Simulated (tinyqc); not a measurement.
Inside a calculation. Method: ROHF in the 3-21g basis, for H2+, spin multiplicity 2. Computed by tinyqc, a small Python program that keeps every step (integrals from PySCF). Settings: charge = 1, multiplicity = 2, basis = 3-21g, energy threshold = 1e-09, iteration cap = 50, orthogonalisation = symmetric, start = core, DIIS depth = 0, method = ROHF. Command: `OMP_NUM_THREADS=1 python tinyqc.py 27582 27583 out.jsonl` (the two numbers bound the seeds that draw the settings). One thread of a shared host (Intel(R) Xeon(R) Processor @ 2.60GHz), about 0.01 s of CPU time with the checks. Later iterations appear only in the table of the cycle.

## One-electron integrals

Geometry (angstrom):
```
atom         x         y         z
H     0.000000  0.000000  0.000000
H     0.000000  0.000000  1.051000
```

Basis 3-21g: exponents (1/bohr^2) and contraction coefficients of normalised primitives:
```
element  l (shell)  exponent  coefficient
H            s (1)  5.447178     0.156285
H            s (1)  0.824547     0.904691
H            s (2)  0.183192     1.000000
```

Overlap, kinetic and nuclear-attraction integrals over the contracted functions; the nuclear repulsion is the sum of Za Zb / Rab.

nuclear repulsion = 0.50349877 hartree

overlap S, lower triangle:
```
          1H 1s     1H 2s     2H 1s     2H 2s
1H 1s  1.000000
1H 2s  0.645899  1.000000
2H 1s  0.170283  0.355719  1.000000
2H 2s  0.355719  0.696763  0.645899  1.000000
```

kinetic energy T (hartree), lower triangle:
```
           1H 1s     1H 2s     2H 1s     2H 2s
1H 1s   1.549405
1H 2s   0.293152  0.274788
2H 1s  -0.034467  0.097095  1.549405
2H 2s   0.097095  0.145344  0.293152  0.274788
```

nuclear attraction V (hartree), lower triangle:
```
           1H 1s      1H 2s      2H 1s      2H 2s
1H 1s  -2.224289
1H 2s  -1.106388  -1.141639
2H 1s  -0.329481  -0.624714  -2.224289
2H 2s  -0.624714  -0.848582  -1.106388  -1.141639
```

core Hamiltonian H = T + V (hartree), lower triangle:
```
           1H 1s      1H 2s      2H 1s      2H 2s
1H 1s  -0.674884
1H 2s  -0.813237  -0.866851
2H 1s  -0.363948  -0.527619  -0.674884
2H 2s  -0.527619  -0.703238  -0.813237  -0.866851
```

## Two-electron integrals

Functions are numbered as in S; the eight-fold symmetry (ij|kl) = (ji|kl) = (kl|ij) leaves the list below.

Two-electron integrals (ij|kl) in chemists' order, unique and non-zero (hartree):
```
(11|11) 1.140145   (21|11) 0.611403   (21|21) 0.345152   (22|11) 0.626370
(22|21) 0.380329   (22|22) 0.482957   (31|11) 0.141195   (31|21) 0.082528
(31|22) 0.095819   (31|31) 0.029792   (32|11) 0.204313   (32|21) 0.126927
(32|22) 0.167627   (32|31) 0.050343   (32|32) 0.104060   (33|11) 0.499683
(33|21) 0.318058   (33|22) 0.443418   (33|31) 0.141195   (33|32) 0.326849
(33|33) 1.140145   (41|11) 0.326849   (41|21) 0.185762   (41|22) 0.207026
(41|31) 0.050343   (41|32) 0.079445   (41|33) 0.204313   (41|41) 0.104060
(42|11) 0.395896   (42|21) 0.243027   (42|22) 0.317295   (42|31) 0.073348
(42|32) 0.140372   (42|33) 0.395896   (42|41) 0.140372   (42|42) 0.234465
(43|11) 0.318058   (43|21) 0.201128   (43|22) 0.278686   (43|31) 0.082528
(43|32) 0.185762   (43|33) 0.611403   (43|41) 0.126927   (43|42) 0.243027
(43|43) 0.345152   (44|11) 0.443418   (44|21) 0.278686   (44|22) 0.388050
(44|31) 0.095819   (44|32) 0.207026   (44|33) 0.626370   (44|41) 0.167627
(44|42) 0.317295   (44|43) 0.380329   (44|44) 0.482957
```

## Orthogonalisation

S = U s U^T; symmetric (Loewdin) form X = U s^(-1/2) U^T, so that X^T S X = 1.

eigenvalues of S: 0.174687  0.397890  0.958267  2.469156

X, lower triangle:
```
           1H 1s      1H 2s      2H 1s     2H 2s
1H 1s   1.238966
1H 2s  -0.483309   1.578964
2H 1s  -0.007505   0.024427   1.238966
2H 2s   0.024427  -0.588706  -0.483309  1.578964
```

## Starting guess

The start is the orbitals of the core Hamiltonian; D(s) = C_occ C_occ^T for each spin.

D(alpha) at the start, lower triangle:
```
          1H 1s     1H 2s     2H 1s     2H 2s
1H 1s  0.112068
1H 2s  0.103369  0.095345
2H 1s  0.112068  0.103369  0.112068
2H 2s  0.103369  0.095345  0.103369  0.095345
```

D(beta) at the start, lower triangle:
```
          1H 1s     1H 2s     2H 1s     2H 2s
1H 1s  0.000000
1H 2s  0.000000  0.000000
2H 1s  0.000000  0.000000  0.000000
2H 2s  0.000000  0.000000  0.000000  0.000000
```

## Iteration 1: building the Fock matrix

J_ij = sum D_kl (ij|kl) with D = D(alpha) + D(beta), K_ij = sum D_kl (ik|jl) for each spin; F = H + J - K(s); E = tr D H + tr D J / 2 - 0.5 sum_s tr D(s) K(s) + E_nn.

Coulomb J (hartree), lower triangle:
```
          1H 1s     1H 2s     2H 1s     2H 2s
1H 1s  0.694876
1H 2s  0.409417  0.498614
2H 1s  0.125521  0.235880  0.694876
2H 2s  0.235880  0.368915  0.409417  0.498614
```

exchange K(alpha) (hartree), lower triangle:
```
          1H 1s     1H 2s     2H 1s     2H 2s
1H 1s  0.462453
1H 2s  0.398231  0.400244
2H 1s  0.277402  0.334387  0.462453
2H 2s  0.334387  0.372615  0.398231  0.400244
```

exchange K(beta) (hartree), lower triangle:
```
          1H 1s     1H 2s     2H 1s     2H 2s
1H 1s  0.000000
1H 2s  0.000000  0.000000
2H 1s  0.000000  0.000000  0.000000
2H 2s  0.000000  0.000000  0.000000  0.000000
```

F(alpha) (hartree), lower triangle:
```
           1H 1s      1H 2s      2H 1s      2H 2s
1H 1s  -0.442461
1H 2s  -0.802051  -0.768481
2H 1s  -0.515828  -0.626126  -0.442461
2H 2s  -0.626126  -0.706938  -0.802051  -0.768481
```

F(beta) (hartree), lower triangle:
```
           1H 1s      1H 2s      2H 1s      2H 2s
1H 1s   0.019991
1H 2s  -0.403819  -0.368237
2H 1s  -0.238426  -0.291739   0.019991
2H 2s  -0.291739  -0.334323  -0.403819  -0.368237
```

total energy of this density = -0.58314877 hartree

## Iteration 1: Roothaan effective Fock matrix

With projectors Pc = D(beta) S, Po = (D(alpha) - D(beta)) S, Pv = 1 - D(alpha) S, the block xy is Px^T F Py; with Fc = (F(alpha) + F(beta))/2, the blocks are Fc for cc, oo, vv and cv, F(beta) for co and F(alpha) for ov.

effective F (hartree), lower triangle:
```
           1H 1s      1H 2s      2H 1s      2H 2s
1H 1s  -0.240653
1H 2s  -0.605016  -0.529269
2H 1s  -0.406545  -0.461013  -0.240653
2H 2s  -0.461013  -0.481540  -0.605016  -0.529269
```

## Iteration 1: diagonalisation and new density

Diagonalise F' = X^T F X, C = X C', fill 1 alpha and 0 beta electrons from the bottom; D(s) = C_occ C_occ^T. Each column has its largest component positive (the first on a tie).

F' = X^T F X (hartree), lower triangle:
```
           1          2          3          4
1   0.219104
2  -0.589039  -0.011591
3  -0.208609  -0.110370   0.219104
4  -0.110370  -0.147069  -0.589039  -0.011591
```

orbital energies (hartree): MO1 -0.778586, MO2 -0.218879, MO3 0.630422, MO4 0.782070

coefficients C:
```
            MO1        MO2        MO3        MO4
1H 1s  0.334765   0.235865   0.866871  -0.922014
1H 2s  0.308779   1.018317  -0.707282   1.200553
2H 1s  0.334765  -0.235865   0.866871   0.922014
2H 2s  0.308779  -1.018317  -0.707282  -1.200553
```

D(alpha) after iteration 1, lower triangle:
```
          1H 1s     1H 2s     2H 1s     2H 2s
1H 1s  0.112068
1H 2s  0.103369  0.095345
2H 1s  0.112068  0.103369  0.112068
2H 2s  0.103369  0.095345  0.103369  0.095345
```

D(beta) after iteration 1, lower triangle:
```
          1H 1s     1H 2s     2H 1s     2H 2s
1H 1s  0.000000
1H 2s  0.000000  0.000000
2H 1s  0.000000  0.000000  0.000000
2H 2s  0.000000  0.000000  0.000000  0.000000
```

## Iteration 2: building the Fock matrix

As before.

Coulomb J (hartree), lower triangle:
```
          1H 1s     1H 2s     2H 1s     2H 2s
1H 1s  0.694876
1H 2s  0.409417  0.498614
2H 1s  0.125521  0.235880  0.694876
2H 2s  0.235880  0.368915  0.409417  0.498614
```

exchange K(alpha) (hartree), lower triangle:
```
          1H 1s     1H 2s     2H 1s     2H 2s
1H 1s  0.462453
1H 2s  0.398231  0.400244
2H 1s  0.277402  0.334387  0.462453
2H 2s  0.334387  0.372615  0.398231  0.400244
```

exchange K(beta) (hartree), lower triangle:
```
          1H 1s     1H 2s     2H 1s     2H 2s
1H 1s  0.000000
1H 2s  0.000000  0.000000
2H 1s  0.000000  0.000000  0.000000
2H 2s  0.000000  0.000000  0.000000  0.000000
```

F(alpha) (hartree), lower triangle:
```
           1H 1s      1H 2s      2H 1s      2H 2s
1H 1s  -0.442461
1H 2s  -0.802051  -0.768481
2H 1s  -0.515828  -0.626126  -0.442461
2H 2s  -0.626126  -0.706938  -0.802051  -0.768481
```

F(beta) (hartree), lower triangle:
```
           1H 1s      1H 2s      2H 1s      2H 2s
1H 1s   0.019991
1H 2s  -0.403819  -0.368237
2H 1s  -0.238426  -0.291739   0.019991
2H 2s  -0.291739  -0.334323  -0.403819  -0.368237
```

total energy of this density = -0.58314877 hartree

## Iteration 2: Roothaan effective Fock matrix

As before.

effective F (hartree), lower triangle:
```
           1H 1s      1H 2s      2H 1s      2H 2s
1H 1s  -0.240653
1H 2s  -0.605016  -0.529269
2H 1s  -0.406545  -0.461013  -0.240653
2H 2s  -0.461013  -0.481540  -0.605016  -0.529269
```

## Iteration 2 (converged): orbitals

As before.

F' = X^T F X (hartree), lower triangle:
```
           1          2          3          4
1   0.219104
2  -0.589039  -0.011591
3  -0.208609  -0.110370   0.219104
4  -0.110370  -0.147069  -0.589039  -0.011591
```

orbital energies (hartree): MO1 -0.778586, MO2 -0.218879, MO3 0.630422, MO4 0.782070

coefficients C:
```
            MO1        MO2        MO3        MO4
1H 1s  0.334765   0.235865   0.866871  -0.922014
1H 2s  0.308779   1.018317  -0.707282   1.200553
2H 1s  0.334765  -0.235865   0.866871   0.922014
2H 2s  0.308779  -1.018317  -0.707282  -1.200553
```

D(alpha) after iteration 2, lower triangle:
```
          1H 1s     1H 2s     2H 1s     2H 2s
1H 1s  0.112068
1H 2s  0.103369  0.095345
2H 1s  0.112068  0.103369  0.112068
2H 2s  0.103369  0.095345  0.103369  0.095345
```

D(beta) after iteration 2, lower triangle:
```
          1H 1s     1H 2s     2H 1s     2H 2s
1H 1s  0.000000
1H 2s  0.000000  0.000000
2H 1s  0.000000  0.000000  0.000000
2H 2s  0.000000  0.000000  0.000000  0.000000
```

## Convergence

Stop when the energy changes by less than 1e-09 hartree and every element of the error matrix X^T (F D S - S D F) X is below 9e-06.

Course of the cycle:
```
iteration  E (hartree)     change  largest element of the error matrix
1          -0.58314877          -                             5.88e-16
2          -0.58314877  -4.44e-16                             7.72e-16
```

PySCF ROHF in the same basis = -0.58314877 hartree

Converged in 2 iterations.

## Populations, bond orders and dipole

Mulliken: Z minus the diagonal of D S on the atom; Loewdin: the same with S^(1/2) D S^(1/2); Mayer order: 2 sum_s sum (D(s) S)_ij (D(s) S)_ji over the two atoms.

Charges (e):
```
atom  Mulliken   Loewdin  Mulliken spin
1H    0.500000  0.500000       0.500000
2H    0.500000  0.500000       0.500000
```

Mayer bond orders:
```
pair     order
2-1   0.500000
```

dipole moment about the origin, x y z (debye): 0.000000  0.000000  2.524084
